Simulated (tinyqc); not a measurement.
Signal and retention of a DRAM cell: effect of the bit-line capacitance.

A stored one starts at Vd and leaks: Cs dV/dt = -I(V), I = a sqrt((V + Vb)/(Vd + Vb)) + b, with a = Ig exp[-(Eg1 q/kB)(1/T - 1/T0)] (generation in a depletion layer) and b = Is exp[-(Es q/kB)(1/T - 1/T0)]. The bit line is precharged to Vd/2, and charge sharing gives the signal (V - Vd/2) Cs/(Cs + Cb).

The cell fails below Vc = Vd/2 + dm (Cs + Cb)/Cs. With s = sqrt((Vc + Vb)/(Vd + Vb)), the time from Vd to Vc is t = [2 Cs (Vd + Vb)/a] [1 - s - (b/a) ln((a + b)/(a s + b))]. This time is the median of a log-normal spread: failing cells = Nc erfc(z/sqrt 2)/2, z = ln(t/tr)/sg.

Inputs (values chosen for the exercise): array voltage Vd = 1.4 V; cell capacitance Cs = 13 fF; smallest signal that the sense amplifier resolves dm = 41 mV; built-in plus back-bias voltage of the storage junction Vb = 1.66 V; junction leakage at V = Vd and T0 Ig = 0.38 fA; voltage-independent leakage at T0 Is = 1.3 fA; activation energy of Is Es = 0.45 eV; reference temperature T0 = 358 K; temperature T = 328 K; deviation of ln(retention time) over the cells sg = 0.84; cells Nc = 1.07e9; refresh interval tr = 64 ms; activation energy of Ig Eg1 = 0.51 eV.

Constants: q = 1.602176634e-19 C, kB = 1.380649e-23 J/K. Results are converted to the units shown.

Effect of the bit-line capacitance:
```
Cb (fF),Vc (V),retention time (s),failing cells
15,0.7883,18.85,0.006965
30,0.8356,17.38,0.01354
45,0.8829,15.91,0.02758
60,0.9302,14.44,0.05936
75,0.9775,12.98,0.1365
90,1.025,11.51,0.3396
105,1.072,10.05,0.9324
120,1.119,8.597,2.901
```

Vc rises by dm/Cs = 3.15 mV for each fF, and the retention time falls from 18.9 to 8.60 s; the margin is gone at Cb = 209 fF.

Range of the model: Real arrays also hold a tail of unusually leaky cells and cells whose retention varies in time, which this model lacks.

tinyqc, about 0.01 s, one thread, Intel Xeon 2.30GHz (shared host): `OMP_NUM_THREADS=1 python tinyqc.py 2130081 2130082 out.jsonl`
